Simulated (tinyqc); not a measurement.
What each parameter does: band edges of strained Si(1-x)Ge(x) on relaxed Si(1-y)Ge(y).

Values are linear in the Ge fraction but for ED(x) = linear - CD x (1 - x) and a(x) = linear - Ca x (1 - x). Energies are on the common scale of Ev.

Coherent growth on a (111) face: e_par = (a(y) - a(x))/a(x), e_perp = -(2 C11 + 4 C12 - 4 C44)/(C11 + 2 C12 + 4 C44) e_par; exx = eyy = ezz = (2 e_par + e_perp)/3 and exy = eyz = ezx = (e_perp - e_par)/3.

A valley with unit axis u lies at Ev + gap + (av + a_valley) tr(e) + Xu (u.e.u - tr(e)/3); the Delta axes are x, y, z and the L axes [111], [1-1-1], [-11-1], [-1-11]. The second-order shift of the Delta valleys under shear is left out; it lowers the pair normal to the sheared plane by tens of meV at a shear of 1 %.

Valence edges: Ev plus the levels of the 6 x 6 matrix of X, Y, Z times spin with -Dso/3 + l exx + m (eyy + ezz) on the diagonal (cyclic), n exy off it, l = av + 2 b, m = av - b, n = sqrt(3) d. Spin-orbit term (Dso/3) L.sigma on X, Y, Z with (L_k)_ij = -i epsilon_kij: <X+|H|Y+> = -i Dso/3, <X+|H|Z-> = Dso/3, <Y+|H|Z-> = -i Dso/3, <Z+|H|X-> = -Dso/3, <Z+|H|Y-> = i Dso/3, <X-|H|Y-> = i Dso/3, and their conjugates; + and - are the spin along z.

Parameters, chosen for this exercise (end members near Si and Ge, in this order; not measured data): a = (5.436, 5.665) angstrom (lattice constant); Dso = (0.043, 0.289) eV (spin-orbit splitting); av = (2.43, 1.23) eV (valence hydrostatic potential); b = (-2.13, -2.55) eV (tetragonal shear potential); d = (-4.86, -5.26) eV (trigonal shear potential); C11 = (165.8, 126.6) GPa; C12 = (63.4, 48.2) GPa; C44 = (80.7, 66.9) GPa; Ev = (0, 0.68) eV (top of the unstrained valence band); ED = (1.159, 0.912) eV (gap to the Delta valleys); EL = (1.975, 0.731) eV (gap to the L valleys); aD = (1.78, 1.2) eV (hydrostatic potential of the Delta gap); aL = (-3.21, -2.9) eV (hydrostatic potential of the L gap); XuD = (8.86, 9.42) eV (uniaxial potential, Delta); XuL = (15.91, 15.7) eV (uniaxial potential, L); CD = 0.232 eV (bowing of the Delta gap); Ca = 0 angstrom (bowing of the lattice constant); face = 111 (growth face); x = 0.6 (Ge fraction of the layer); y = 0 (Ge fraction of the relaxed buffer).

dEc = Ec(buffer) - Ec(layer), dEv = Ev(layer) - Ev(buffer); buffer edges Ev(y) and Ev(y) + min(ED, EL).

One parameter was then changed.

Results before and after:

| case | gap (eV) | valence splitting (meV) | dEc (eV) | dEv (eV) |
|---|---|---|---|---|
| base | 0.7973 | 97.1 | -0.0796 | 0.4413 |
| changed | 0.7973 | 97.1 | -0.0694 | 0.4311 |

Which of these changes was made? (a) aD = (2.047, 1.38) eV; (b) Dso = (0.049, 0.332) eV; (c) b = (-2.449, -2.932) eV; (d) y = 0.03; (e) x = 0.63; (f) av = (2.794, 1.414) eV; (g) C12 = (72.91, 55.43) GPa; (h) CD = 0.282 eV.

Answer: (f) av = (2.794, 1.414) eV. Of the candidates, run in turn, only this one gives the changed row.

All candidates:

| case | gap (eV) | valence splitting (meV) | dEc (eV) | dEv (eV) |
|---|---|---|---|---|
| base | 0.7973 | 97.1 | -0.0796 | 0.4413 |
| x = 0.63 | 0.7844 | 101.2 | -0.0902 | 0.4648 |
| y = 0.03 | 0.8052 | 95.5 | -0.0796 | 0.4192 |
| CD = 0.282 eV | 0.7853 | 97.1 | -0.0676 | 0.4413 |
| aD = (2.047, 1.38) eV | 0.7888 | 97.1 | -0.0711 | 0.4413 |
| av = (2.794, 1.414) eV | 0.7973 | 97.1 | -0.0694 | 0.4311 |
| Dso = (0.049, 0.332) eV | 0.7973 | 106.4 | -0.0796 | 0.4413 |
| C12 = (72.91, 55.43) GPa | 0.7955 | 98.1 | -0.0832 | 0.4467 |
| b = (-2.449, -2.932) eV | 0.7973 | 97.1 | -0.0796 | 0.4413 |

The lowest valleys of the layer are Delta6, so among the conduction-band potentials only those of that family reach the gap and dEc; the buffer is unstrained. A shift large enough to swap the lowest family would change that.

Computed by tinyqc, a small Python program: `OMP_NUM_THREADS=1 python tinyqc.py 1080807 1080808 out.jsonl` (the numbers bound the seed that draws the inputs); one thread of a shared host (Intel(R) Xeon(R) Processor @ 2.30GHz), about 0.01 s for the whole set of steps.
